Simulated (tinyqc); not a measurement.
Plane-wave Kohn-Sham cycle with exchange-only LDA in a layered model solid, step by step. Computed by tinyqc, a small Python program that keeps every step. Settings: points = 16, plane-wave index or count = 2, electrons = 4, k points = 1, area = 30.0, mixing = 0.1, iteration cap = 60. Command: `OMP_NUM_THREADS=1 python tinyqc.py 31293 31294 out.jsonl` (the two numbers bound the seeds that draw the settings). One thread of a shared host (Intel(R) Xeon(R) Processor @ 2.60GHz), about 0.01 s of CPU time with the checks.

A solid whose potential varies along x alone (atomic units):
```
parameter                      value
period a                    4.400000
cross-section of the cell  30.000000
electrons per cell                 4
grid points                       16
plane waves -n..n, n               2
k points                           1
V1 in V1 cos(2 pi x/a)     -0.170000
```

Stop when sqrt(dV sum R^2) is below 1e-8, dV = a A/N.

Course of the cycle:
```
iteration  E (hartree)  norm of the residual
1           1.08541546              1.30e-01
2           1.08343212              1.17e-01
3           1.08177730              1.05e-01
4           1.08039310              9.45e-02
5           1.07923379              8.51e-02
6           1.07826248              7.66e-02
7           1.07744890              6.90e-02
8           1.07676792              6.21e-02
9           1.07619853              5.59e-02
10          1.07572303              5.04e-02
11          1.07532648              4.54e-02
...                ...                   ...
50          1.07342029              7.87e-04
51          1.07342016              7.09e-04
52          1.07342005              6.39e-04
53          1.07341996              5.76e-04
54          1.07341988              5.20e-04
55          1.07341982              4.69e-04
56          1.07341978              4.22e-04
57          1.07341974              3.81e-04
58          1.07341970              3.43e-04
59          1.07341968              3.09e-04
60          1.07341966              2.79e-04
```

Can the last value be used, and what does the course show?

Not by the stop rule, although the second column moves by less than 1e-07 over the last three steps. Not converged within 60 iterations: the residual falls steadily but slowly, by a factor of about 0.90 a step. Reruns (cap 100 unless said): mixing 0.5, Kerker q0 1.0: converged in 36 (E = 1.07342); mixing 0.3, Pulay depth 5: converged in 8 (E = 1.07342); the original settings with a cap of 400: converged in 159 (E = 1.07342).
